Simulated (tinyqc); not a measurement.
One-electron ion in a basis of Gaussians, step by step. One step of it, computed by the program tinyqc.

Question. Matrices over normalised Gaussians. With p = a_i + a_j and I(k) = Gamma((k+1)/2) / (2 p^((k+1)/2)): S = I(2l+2), T = (2l+3) a_i a_j S / p, V = -Z I(2l+1), each divided by sqrt(S_ii S_jj).

exponents of r^l exp(-a r^2) (1/bohr^2): [0.074220, 0.332700, 1.491000, 6.686000, 29.970000, 134.400000]

Z = 4

l = 2

Give: S; T; V.

Answer.

S:
```
[[1.000, 0.405, 0.050, 0.004, 0.000, 0.000],
 [0.405, 1.000, 0.405, 0.050, 0.004, 0.000],
 [0.050, 0.405, 1.000, 0.405, 0.050, 0.004],
 [0.004, 0.050, 0.405, 1.000, 0.405, 0.050],
 [0.000, 0.004, 0.050, 0.405, 1.000, 0.405],
 [0.000, 0.000, 0.004, 0.050, 0.405, 1.000]]
```

T (hartree):
```
[[0.260, 0.172, 0.025, 0.002, 0.000, 0.000],
 [0.172, 1.164, 0.771, 0.111, 0.010, 0.001],
 [0.025, 0.771, 5.218, 3.454, 0.497, 0.043],
 [0.002, 0.111, 3.454, 23.401, 15.493, 2.230],
 [0.000, 0.010, 0.497, 15.493, 104.895, 69.421],
 [0.000, 0.001, 0.043, 2.230, 69.421, 470.400]]
```

V (hartree):
```
[[-0.927, -0.622, -0.151, -0.026, -0.004, -0.001],
 [-0.622, -1.964, -1.317, -0.319, -0.055, -0.009],
 [-0.151, -1.317, -4.157, -2.786, -0.675, -0.116],
 [-0.026, -0.319, -2.786, -8.803, -5.901, -1.430],
 [-0.004, -0.055, -0.675, -5.901, -18.637, -12.490],
 [-0.001, -0.009, -0.116, -1.430, -12.490, -39.466]]
```
